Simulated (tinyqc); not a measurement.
What each parameter does: cylindrical quantum wire.

A cylinder of radius R, isotropic masses, c = hbar^2/2m0, k = sqrt(mw E/c), kappa = sqrt(mb (V0 - E)/c). State (n, m) is J_m(k r) inside and K_m(kappa r) outside; psi and psi'/m are continuous: (k/mw) J_m'(kR)/J_m(kR) = (kappa/mb) K_m'(kappa R)/K_m(kappa R).

Constants: hbar^2/2m0 = 3.80998211 eV angstrom^2.

Parameters, chosen for this exercise (near those of a non-polar GaN wire in AlN; not measured data):
- R = 19 angstrom (radius)
- V0 = 1.908 eV (barrier height)
- mw = 0.204 m0 (mass inside)
- mb = 0.327 m0 (mass outside)

The lowest level (1,0) and its distance to V0.

One parameter was then changed.

Results before and after:

| case | E (eV) | V0 - E (eV) | k R |
|---|---|---|---|
| base | 0.2025 | 1.7055 | 1.9783 |
| changed | 0.1964 | 1.4256 | 1.9482 |

Which of these changes was made? (a) V0 = 1.622 eV; (b) R = 17 angstrom; (c) mw = 0.1836 m0; (d) mb = 0.2616 m0.

Answer: (a) V0 = 1.622 eV. Of the candidates, run in turn, only this one gives the changed row.

All candidates:

| case | E (eV) | V0 - E (eV) | k R |
|---|---|---|---|
| base | 0.2025 | 1.7055 | 1.9783 |
| R = 17 angstrom | 0.2424 | 1.6656 | 1.9366 |
| V0 = 1.622 eV | 0.1964 | 1.4256 | 1.9482 |
| mw = 0.1836 m0 | 0.2161 | 1.6919 | 1.9389 |
| mb = 0.2616 m0 | 0.2106 | 1.6974 | 2.0177 |

Program tinyqc; command `OMP_NUM_THREADS=1 python tinyqc.py 1251882 1251883 out.jsonl`; about 0.02 s on one thread of a shared Intel(R) Xeon(R) Processor @ 2.30GHz.
